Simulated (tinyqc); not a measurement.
# Convergence with the basis

Model: shallow acceptor in the spherical model (Baldereschi-Lipari), strong spin-orbit limit. Computed by tinyqc, a small Python program. Command: `OMP_NUM_THREADS=1 python tinyqc.py 3025982 3025983 out.jsonl acceptor sweep`. One thread of a shared host (Intel(R) Xeon(R) Processor @ 2.30GHz), about 0.02 s of CPU time with the checks.

The 1S(3/2) state has an s envelope f(r) and a d envelope g(r). In effective units they obey -(f'' + 2f'/r + 2f/r) + mu (g'' + 5g'/r + 3g/r^2) = E f and -(g'' + 2g'/r - 6g/r^2 + 2g/r) + mu (f'' - f'/r) = E g. The cubic term, the split-off band and the central cell are left out.

Inputs (values chosen for the exercise, modelled on InAs):
```
quantity                  value  unit
Luttinger gamma_1            20     -
Luttinger gamma_2          8.26     -
Luttinger gamma_3          9.04     -
dielectric constant eps      15     -
smallest exponent zeta_1      1  1/a*
ratio beta of exponents     2.5     -
```

Constants: Ry = 13.605693123 eV; a_0 = 0.529177210903 angstrom.

Method:
- Ry* = Ry/(gamma_1 eps^2), a* = a_0 eps gamma_1, mu = (6 gamma_3 + 4 gamma_2)/(5 gamma_1), delta = (gamma_3 - gamma_2)/gamma_1; spherical masses 1/(gamma_1 (1 - mu)) (heavy) and 1/(gamma_1 (1 + mu)) (light).
- zeta_i = zeta_1 beta^(i-1), i = 1..n, in both channels.
- Basis: f_i = exp(-zeta_i r), g_i = r exp(-zeta_i r), weight r^2 dr, s = zeta_i + zeta_j. S_ff = 2/s^3, H_ff = zeta_i zeta_j S_ff - 2/s^2; S_gg = 24/s^5, H_gg = 8/s^3 + 24 zeta_i zeta_j/s^5 - 12/s^4; H(f_i, g_j) = mu (6 zeta_i^2/s^4 + 2 zeta_i/s^3); S_fg = 0. Each function is normalised by sqrt(S_ii).
- H c = E S c with c^T S c = 1 and the largest component positive; the d weight is the part of the norm in g.
- Large basis: zeta_i = 0.08 x 1.55^(i-1), i = 1..20 in each channel; overlap eigenvalues below 1e-11 are dropped.
- Binding energies are -E Ry*; the mass that fits is E(1S) eps^2/Ry.

One run for each value:
```
functions per channel n  E (Ry*)  d weight  1S(3/2) binding in Ry*
1                        -1.5504   0.16026                  3.8318
2                        -3.0691   0.28924                  3.8318
3                        -3.7373   0.35601                  3.8318
4                        -3.7715   0.35860                  3.8318
5                        -3.7794   0.35875                  3.8318
6                        -3.7821   0.35881                  3.8318
```

Over the rows, E (Ry*) falls from -1.55 to -3.78 (exponent d ln y / d ln x 0.99 between the first rows and 0.0039 between the last); d weight rises from 0.160 to 0.359 (exponent d ln y / d ln x 0.85 between the first rows and 9.6e-4 between the last); 1S(3/2) binding in Ry* does not change. The error against the large basis falls from 60 % to 1.3 %; every E lies above the converged level, as a variational bound must.

Extremes, crossings and ranges named in words are read from the listed rows.
